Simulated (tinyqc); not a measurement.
# Vertical double-diffused power MOSFET, components of the on-resistance: On-resistance against the rated breakdown voltage of the drift layer

Stripe cells of pitch Wp + a, two channels a cell. Current flows through the channels, spreads in the accumulation layer, passes the gap between the p bodies and spreads at 45 degrees into the drift layer below them. Low drain voltage, full ionisation.

Triangular field at breakdown with Ec = Kc N^(1/8): BV = eps0 eps_r Ec^2/(2 q N), so N = (eps0 eps_r Kc^2/(2 q BV))^(4/3); W = 2 BV/Ec; mu = mud (T/300 K)^(-bt); rho = 1/(q mu N); ideal resistance rho W. Pitch p = Wp + a, Cox = 3.9 eps0/tox; zero-bias depletion in the gap w0 = sqrt(2 eps0 eps_r Vbi/(q N Nj)), open gap g = a - 2 w0; R_ch = Lc p/(2 mch Cox Vov); R_acc = 0.6 a p/(4 mac Cox Vov), 0.6 being an empirical factor for current leaving the layer along its length; R_gap = (rho/Nj) xp p/g; spreading depth t = min(W, (p - g)/2); R_drift = (rho p/2) ln((g + 2 t)/g) + rho (W - t); R_on = the sum with Rs.

Inputs (values chosen for the exercise); bulk values close to those of 4H silicon carbide: temperature T = 300 K; relative permittivity eps_r = 9.72; critical-field constant Kc = 23000 V/cm per (cm^-3)^(1/8); drift mobility at 300 K mud = 831 cm^2/(V s); temperature exponent of the drift mobility bt = 2.1; gate oxide thickness (eps_r 3.9) tox = 79 nm; gate overdrive Vov = 14 V; channel mobility mch = 55 cm^2/(V s); accumulation-layer mobility mac = 130 cm^2/(V s); channel length Lc = 1.2 um; width of the p body in one cell, channels included Wp = 7 um; gap between neighbouring p bodies a = 1.4 um; depth of the p body xp = 0.8 um; doping of the gap over the drift doping Nj = 5; built-in voltage of the body junction Vbi = 2.95 V; substrate and contact resistance Rs = 0.32 mohm cm^2.

Constants: q = 1.602176634e-19 C, eps0 = 8.8541878128e-14 F/cm where lengths are in cm. Results are converted to the units shown.

The same in every row: R_ch (mohm cm^2) = 1.497; R_acc (mohm cm^2) = 0.2217.

On-resistance against the rated breakdown voltage of the drift layer:
```
BV (V)	R_gap (mohm cm^2)	R_drift (mohm cm^2)	R_on (mohm cm^2)	ideal (mohm cm^2)	largest term
300	0.01039	0.05782	2.107	0.01901	channel
490	0.02119	0.1505	2.211	0.06482	channel
800	0.04442	0.3966	2.480	0.2208	channel
1300	0.09689	1.112	3.248	0.7431	channel
2100	0.2276	3.266	5.533	2.465	drift
3500	0.6974	10.85	13.59	8.838	drift
5600	4.377	34.68	41.10	28.62	drift
```

R_on rises from 2.11 to 41.1 mohm cm^2. The channel term is the largest at BV = 300, the drift term from 2100 on. R_on is 111 times the ideal drift resistance in the first row and 1.44 times in the last. The ideal resistance goes as BV^(2.50), and R_on as BV^(2.36) between the last two rows.

Program tinyqc, `OMP_NUM_THREADS=1 python tinyqc.py 2230067 2230068 out.jsonl`; Intel Xeon 2.30GHz, shared host, one thread, about 0.01 s.
